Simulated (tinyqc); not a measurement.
Rapid thermal processing of a wafer: radiative balance, ramp and cooling, pattern effects, pyrometer error and spike budget. From holding power q back to process temperature. Computed by tinyqc, a small Python program. Command: `OMP_NUM_THREADS=1 python tinyqc.py 3114354 3114355 out.jsonl rtp inv`. One thread of a shared host (Intel(R) Xeon(R) Processor @ 2.30GHz), about 0.04 s of CPU time with the checks.

The wafer is opaque and uniform through its thickness unless said otherwise; temperatures in formulas are in kelvin (C + 273.15). sigma = 5.670374419e-12 W/(cm^2 K^4).

Inputs (values chosen for the exercise, modelled on a hot silicon wafer):

| quantity | value | unit |
|---|---|---|
| wafer thickness d | 725 | micrometre |
| heat capacity per volume C | 2.18 | J/(cm^3 K) |
| thermal conductivity k | 0.21 | W/(cm K) |
| emissivity eps of each face | 0.63 | - |
| reflectivity of the chamber walls r | 0.64 | - |
| gas heat-transfer coefficient h, both faces together | 0.56 | mW/(cm^2 K) |
| wall temperature T_w | 350 | K |
| ramp rate | 39 | K/s |

Method. Effective emissivity between parallel grey plates: eps_eff = 1/(1/eps + 1/(1 - r) - 1). Loss per area q(T) = 2 eps_eff sigma (T^4 - T_w^4) + h (T - T_w). Absorbed power during a ramp = q(T) + C d x ramp rate; thermal time constant tau = C d/(dq/dT), dq/dT = 8 eps_eff sigma T^3 + h; natural cooling rate q/(C d); front-to-back difference under one-sided heating at the end of the ramp = (absorbed power) d/(2 k).

Question. A run gave the result below. Find the process temperature, known to lie between 690 and 1200 C.

holding power q = 10.26317 W/cm^2

Answer.

Each step takes the trial c = (a f_b - b f_a)/(f_b - f_a), f being the result less the target and a, b, c the logarithms of the listed values; c replaces end b, the old b replaces a if the sign of f changed, and otherwise f_a is halved.

Scan of the range:

| process temperature (C) | holding power q (W/cm^2) |
|---|---|
| 690 | 3.1930 |
| 757 | 4.1256 |
| 830 | 5.3622 |
| 910 | 7.0200 |
| 998 | 9.2643 |
| 1090 | 12.1533 |
| 1200 | 16.4505 |

False position (Illinois rule, in the logarithm of the input) inside the bracket:

| step | end a | end b | trial | holding power q (W/cm^2) |
|---|---|---|---|---|
| 1 | 998.00 | 1090.00 | 1028.90 | 10.1688 |
| 2 | 1090.00 | 1028.90 | 1031.72 | 10.2548 |
| 3 | 1090.00 | 1031.72 | 1032.22 | 10.2700 |
| 4 | 1031.72 | 1032.22 | 1032.00 | 10.2632 |
| 5 | 1032.22 | 1032.00 | 1032.00 | 10.2632 |

Holding power q rises at every point of a 13-point scan of the range (every second point is shown), so one value fits; it is bracketed by 998 and 1090. Answer: process temperature = 1032 C.
